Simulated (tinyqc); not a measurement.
From results back to parameters: two-level Kane dispersion of a narrow-gap semiconductor. Three cases, with inputs chosen for the exercise.

Problem. In the two-level Kane model E = Eg/2 + sqrt(Eg^2/4 + (2/3) Ep c k^2), c = hbar^2/2m0, and the momentum mass is m(k) = (3/(2 Ep)) sqrt(Eg^2 + (8/3) Ep c k^2). It is given at the Fermi wave vectors kF = (3 pi^2 n)^(1/3) of two densities (1 cm^-3 = 1e-24 angstrom^-3).

Constants: hbar^2/2m0 = 3.80998211 eV angstrom^2.

Find: kF^2; Ep; edge mass; |Eg|.

Case 1.

Values chosen (out of a larger set: near those of HgTe; not measured data): n12 = (4.7e+15, 2.2e+17) cm^-3 (two densities).

masses at the two densities (m0): 0.02662956  0.03347048

Solution.

kF^2 (1/angstrom^2): 2.6854e-05  0.00034879

Ep = 17.9 eV
edge mass = 0.02598 m0
|Eg| = 0.310 eV

m^2 = m0*^2 + (6 c/Ep) kF^2 is a straight line in kF^2: the slope gives Ep, the intercept the edge mass, and |Eg| = (2/3) Ep m0*. The sign of Eg does not enter. For Eg < 0 the edge mass does not depend on Dso, which enters only as EF nears it.

Case 2.

Values chosen (out of a larger set: near those of grey Sn; not measured data): n12 = (2.2e+15, 6.9e+17) cm^-3 (two densities).

masses at the two densities (m0): 0.02639610  0.03789861

Solution.

kF^2 (1/angstrom^2): 1.6189e-05  0.00074733

Ep = 22.6 eV
edge mass = 0.02608 m0
|Eg| = 0.393 eV

m^2 = m0*^2 + (6 c/Ep) kF^2 is a straight line in kF^2: the slope gives Ep, the intercept the edge mass, and |Eg| = (2/3) Ep m0*. The sign of Eg does not enter. For Eg < 0 the edge mass does not depend on Dso, which enters only as EF nears it.

Case 3.

Values chosen (out of a larger set: near those of InAs; not measured data): n12 = (1.5e+15, 2.1e+17) cm^-3 (two densities).

masses at the two densities (m0): 0.02944175  0.03499511

Solution.

kF^2 (1/angstrom^2): 1.2541e-05  0.00033814

Ep = 20.8 eV
edge mass = 0.02921 m0
|Eg| = 0.405 eV

m^2 = m0*^2 + (6 c/Ep) kF^2 is a straight line in kF^2: the slope gives Ep, the intercept the edge mass, and |Eg| = (2/3) Ep m0*. The sign of Eg does not enter. The two-level form takes Dso as infinite, which overstates the mass where Dso is not large against Eg.

Computed by tinyqc, one run a case: `OMP_NUM_THREADS=1 python tinyqc.py N N+1 out.jsonl` with N = 1050912, 1050919, 1050943; one thread of a shared Intel(R) Xeon(R) Processor @ 2.30GHz, about 0.01 s a run at most.
